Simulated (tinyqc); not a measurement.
Deformation potential from the mobility gain.

Problem. Tension X along [100] raises the x valleys by D = Xu (s11 - s12) X against the y and z valleys. Their share is f = w/(w + 2), w = exp(-D/Vt), and for current along [100] mu/mu0 = [f/ml + (1 - f)/mt]/[(1/ml + 2/mt)/3]. Find f, D and Xu.

Inputs (values chosen for the exercise); values close to those of silicon: temperature T = 293 K; compliance s11 = 7.69 1/TPa; compliance s12 = -2.08 1/TPa; longitudinal mass ml = 0.91 m0; transverse mass mt = 0.195 m0.

Constants: q = 1.602176634e-19 C, kB = 1.380649e-23 J/K, Vt = kB T/q. Results are converted to the units shown.

mu/mu0 = 1.15743094
X = 230 MPa

Answer. The gain is linear in f; w = 2 f/(1 - f).

f = 0.185
D = 19.9 meV
Xu = 8.84 eV

tinyqc, about 0.01 s, one thread, Intel Xeon 2.30GHz (shared host): `OMP_NUM_THREADS=1 python tinyqc.py 2530127 2530128 out.jsonl`
